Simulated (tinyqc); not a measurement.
Active against total: solid solubility of a dopant against its melt (retrograde solidus), clustering and the electrically active fraction. Computed by tinyqc, a small Python program. Command: `OMP_NUM_THREADS=1 python tinyqc.py 3006748 3006749 out.jsonl retro walk`. One thread of a shared host (Intel(R) Xeon(R) Processor @ 2.30GHz), about 0.01 s of CPU time with the checks.

Inputs (values chosen for the exercise, of the order of those of gallium in silicon for the solubility):
```
quantity                                    value    unit
atoms per cluster m                             2       -
cluster scale N* at 1273 K                  3e+20  1/cm^3
activation energy E_b of the cluster scale   0.56      eV
anneal temperature T_a                       1100       K
```

Clustering: clusters of m atoms, electrons left out.

Constants: k_B = 8.617333262e-05 eV/K.

Method. A highly soluble donor (another dopant than that of the solidus) is limited by clustering. Donors N_a are active, and clusters hold m atoms each: N_t = N_a + m C, m C = N* (N_a/N*)^m, with N*(T) = N*(1273 K) exp[-(E_b/k_B)(1/T - 1/1273)].

Active density (1/cm^3):
```
N_t (1/cm^3)  N_a at T_a  fraction  N_a at T_a + 150 K  N_a at T_a - 150 K
1.00e+19      9.3496e+18   0.93496          9.6584e+18          8.6011e+18
3.00e+19      2.5255e+19   0.84183          2.7276e+19          2.1367e+19
1.00e+20      6.6801e+19   0.66801          7.7823e+19          5.0938e+19
2.00e+20      1.0999e+20   0.54996          1.3413e+20          7.9747e+19
5.00e+20      2.0061e+20   0.40121          2.5740e+20          1.3830e+20
1.00e+21      3.0553e+20   0.30553          4.0359e+20          2.0504e+20
2.00e+21      4.5562e+20   0.22781          6.1502e+20          2.9985e+20
5.00e+21      7.5534e+20   0.15107          1.0400e+21          4.8846e+20
```

What follows from these numbers?

The exponent d ln N_a/d ln N_t falls from 0.90 to 0.55, towards 1/m = 0.500. At the highest dose a 150 K hotter anneal gives 1.38 times the active density, and a later step 150 K cooler would cut it to 0.65 if it ran to equilibrium: short hot anneals come last. For ionised donors far above n_i the electrons enter the mass action too and halve the limiting exponent.

Extremes, crossings and ranges named in words are read from the listed rows.
